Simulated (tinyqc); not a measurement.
Three-level Kane dispersion of a narrow-gap semiconductor: sweeps and comparisons. A value that a table varies takes the place of the one given here.

Zero of energy at Gamma8, c = hbar^2/2m0, P^2 = Ep c. The free-electron term and remote bands are left out, so the heavy holes are flat at E = 0 and the other three bands obey E (E - Eg)(E + Dso) = P^2 k^2 (E + 2 Dso/3). The conduction band is the highest root; its edge is Ec = max(Eg, 0).

Degenerate electrons at T = 0: kF = (3 pi^2 n)^(1/3), 1 cm^-3 = 1e-24 angstrom^-3; EF is the highest root at kF. The momentum (cyclotron, optical) mass is m(E) = hbar^2 k/(dE/dk) = c d(k^2)/dE with d(k^2)/dE = k^2 [1/E + 1/(E - Eg) + 1/(E + Dso) - 1/(E + 2 Dso/3)]; the density of states is k d(k^2)/dE/(2 pi^2).

Edge mass m0* = Eg (Eg + Dso)/(Ep (Eg + 2 Dso/3)).
Constants: hbar^2/2m0 = 3.80998211 eV angstrom^2.

Parameters, chosen for this exercise (a gap close to zero; shifted at random, so the results belong to these values and not to a real crystal): Eg = 0.063 eV (E(Gamma6) - E(Gamma8)); Dso = 1 eV (spin-orbit splitting); Ep = 18.5 eV (Kane energy); k = 0.005 1/angstrom (wave vector); n = 4.3e+16 cm^-3 (electron density).

## Filling the band

n from 1e15 to 1e19 cm^-3. The last column is the local power d ln(EF - Ec)/d ln n = kF^2/(1.5 (EF - Ec) d(k^2)/dE).

Results:

| n (cm^-3) | kF (1/angstrom) | EF - Ec (meV) | parabolic (meV) | m(EF) | m(EF)/m0* | power |
|---|---|---|---|---|---|---|
| 1.0e+15 | 0.00309 | 6.7 | 7.4 | 0.0060 | 1.21 | 0.610 |
| 1.0e+16 | 0.00667 | 24.7 | 34.1 | 0.0087 | 1.75 | 0.524 |
| 3.0e+16 | 0.00961 | 42.9 | 71.0 | 0.0114 | 2.29 | 0.480 |
| 1.0e+17 | 0.01436 | 74.6 | 158.4 | 0.0159 | 3.21 | 0.440 |
| 3.0e+17 | 0.02071 | 119.2 | 329.4 | 0.0221 | 4.46 | 0.413 |
| 1.0e+18 | 0.03094 | 193.3 | 735.0 | 0.0320 | 6.46 | 0.392 |
| 3.0e+18 | 0.04462 | 295.4 | 1528.9 | 0.0450 | 9.07 | 0.380 |
| 1.0e+19 | 0.06665 | 464.3 | 3411.6 | 0.0655 | 13.20 | 0.371 |

What can be read from the table?

The power falls from 0.610 to 0.371: 2/3 marks a parabola, 1/3 a linear band. The parabola errs by more than 10 % even in the first row. The mass has doubled by n = 3.0e+16 cm^-3 and ends at 13.2 times its edge value.

## Closing and inverting the gap

Eg is varied at fixed k, Dso and Ep. Edge mass: Eg (Eg + Dso)/(Ep (Eg + 2 Dso/3)) for Eg > 0, 3 |Eg|/(2 Ep) for Eg < 0. The Gamma6 weight of the conduction state is 1/(1 + P^2 k^2 [(2/3)/E^2 + (1/3)/(E + Dso)^2]).

Results:

| Eg (eV) | m0* | highest root (eV) | middle (eV) | lowest (eV) | E - Ec (meV) | Gamma6 weight |
|---|---|---|---|---|---|---|
| -0.300 | 0.02432 | 0.0039 | -0.3030 | -1.0008 | 3.9 | 0.013 |
| -0.150 | 0.01216 | 0.0075 | -0.1568 | -1.0007 | 7.5 | 0.046 |
| -0.060 | 0.00486 | 0.0156 | -0.0750 | -1.0006 | 15.6 | 0.172 |
| -0.015 | 0.00122 | 0.0278 | -0.0422 | -1.0006 | 27.8 | 0.397 |
| 0.015 | 0.00121 | 0.0429 | -0.0273 | -1.0006 | 27.9 | 0.611 |
| 0.060 | 0.00473 | 0.0760 | -0.0154 | -1.0006 | 16.0 | 0.831 |
| 0.150 | 0.01142 | 0.1579 | -0.0074 | -1.0005 | 7.9 | 0.955 |
| 0.300 | 0.02181 | 0.3043 | -0.0039 | -1.0005 | 4.3 | 0.987 |

What can be read from the table?

The edge mass vanishes with |Eg| from both sides, yet the kinetic energy at this k stays finite, at most 27.9 meV in the table; at Eg = 0 the two-level form, without the split-off band, gives the linear value sqrt(2/3) P k = 34.3 meV. The Gamma6 weight of the conduction state goes smoothly from 0.01 to 0.99 and is 0.40 and 0.61 in the two rows next to Eg = 0: at finite k nothing jumps at the inversion.

## What each parameter does

Edge mass, EF - Ec and m(EF). Each row changes one parameter from the base and keeps the others.

Results:

| case | m0* (m0) | EF - Ec (meV) | m(EF) (m0) |
|---|---|---|---|
| base | 0.00496 | 50.93 | 0.01254 |
| n = 8.6e+16 cm^-3 | 0.00496 | 69.83 | 0.01526 |
| Eg = 0.0536 eV | 0.00424 | 53.86 | 0.01230 |
| Dso = 1.15 eV | 0.00498 | 50.72 | 0.01261 |
| Ep = 15.725 eV | 0.00584 | 45.40 | 0.01381 |

What does this show?

The largest shifts from the base row, up to three for each result and ties (the steps differ in size, so this ranks the rows, not the parameters). m0* (m0): Ep +0.00088, Eg -0.00072, Dso +0.00002; unchanged at the printed digits by n. EF - Ec (meV): n +18.90, Ep -5.53, Eg +2.93. m(EF) (m0): n +0.00272, Ep +0.00127, Eg -0.00024.

Program tinyqc; command `OMP_NUM_THREADS=1 python tinyqc.py 1081395 1081396 out.jsonl`; about 0.01 s on one thread of a shared Intel(R) Xeon(R) Processor @ 2.30GHz.
